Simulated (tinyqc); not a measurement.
Thermal stress, cracking, delamination and buckling of a thin film; Griffith cracks and misfitting inclusions: one step, computed by the program tinyqc.

Isotropic linear elasticity; the substrate is much thicker than the film; stress is positive in tension.

Problem. Channel cracks and edge delamination. Channel crack through the film: G = pi g G0, critical thickness where G = Gamma_f. Steady delamination from an edge: G = G0, critical thickness where G = Gamma_i.

Inputs (values chosen for the exercise, for a model film): deposition temperature T_d = 525 K; final temperature T = 300 K; film thickness h = 0.3 micrometre; film toughness Gamma_f = 3.43 J/m^2; interface toughness Gamma_i = 1.2 J/m^2.

factor g = 1.120520

G0 = 0.004899059 J/m^2

Give: driving force for channelling; critical thickness for channelling; critical thickness for delamination.

Solution.

driving force for channelling = 0.01725 J/m^2

critical thickness for channelling = 59.67 micrometre

critical thickness for delamination = 73.48 micrometre

As the film thickens, channel cracking comes first. At h the film is safe against both.
